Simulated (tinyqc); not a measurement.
From film after the bake back to spin speed f: spin coating of a resist or spin-on film: centrifugal thinning, evaporation and the final thickness (Emslie and Meyerhofer models). Computed by tinyqc, a small Python program. Command: `OMP_NUM_THREADS=1 python tinyqc.py 3111340 3111341 out.jsonl spincoat inv`. One thread of a shared host (Intel(R) Xeon(R) Processor @ 2.30GHz), about 0.4 s of CPU time with the checks.

A Newtonian film stays uniform over the wafer; solvent and solids have the same density and the concentration is uniform through the thickness.

Inputs (values chosen for the exercise, of the order of those of a polymer resist in an ester solvent):

| quantity | value | unit |
|---|---|---|
| solids volume fraction c0 | 0.062 | - |
| kinematic viscosity of the solvent nu_s | 0.9 | mm^2/s |
| viscosity constant k | 5300 | mm^2/s |
| viscosity exponent gamma | 2.2 | - |
| evaporation rate at 1000 rpm e0 | 0.14 | micrometre/s |
| starting thickness h0 | 500 | micrometre |
| shrinkage in the bake | 13 | % |

Method:
- omega = 2 pi f/60; nu(c) = nu_s + k c^gamma; evaporation rate e = e0 sqrt(f/1000 rpm).
- Full model for solids s and liquid l per area, h = s + l, c = s/h: ds/dt = -c Q, dl/dt = -(1 - c) Q - e, Q = 2 omega^2 h^3/(3 nu(c)); integrated adaptively (relative tolerance 1e-9) until l = 0.
- Dry film = s at l = 0, before the bake; film after the bake = s x (1 - shrinkage).

Question. A run gave the result below. Find the spin speed f, known to lie between 1000 and 2500 rpm.

film after the bake = 280.3222 nm

Answer.

Each step takes the trial c = (a f_b - b f_a)/(f_b - f_a), f being the result less the target and a, b, c the logarithms of the listed values; c replaces end b, the old b replaces a if the sign of f changed, and otherwise f_a is halved.

Scan of the range:

| spin speed f (rpm) | film after the bake (nm) |
|---|---|
| 1000 | 400.282 |
| 1160 | 371.652 |
| 1360 | 343.239 |
| 1580 | 318.447 |
| 1840 | 295.092 |
| 2150 | 272.990 |
| 2500 | 253.161 |

False position (Illinois rule, in the logarithm of the input) inside the bracket:

| step | end a | end b | trial | film after the bake (nm) |
|---|---|---|---|---|
| 1 | 1840.00 | 2150.00 | 2041.76 | 280.132 |
| 2 | 1840.00 | 2041.76 | 2036.45 | 280.498 |
| 3 | 2041.76 | 2036.45 | 2039.00 | 280.322 |
| 4 | 2036.45 | 2039.00 | 2039.00 | 280.322 |

Film after the bake falls at every point of a 13-point scan of the range (every second point is shown), so one value fits; it is bracketed by 1840 and 2150. The scan shows a pure power law with exponent -0.5000, so scaling from any one row also gives the answer directly. Answer: spin speed f = 2039 rpm.
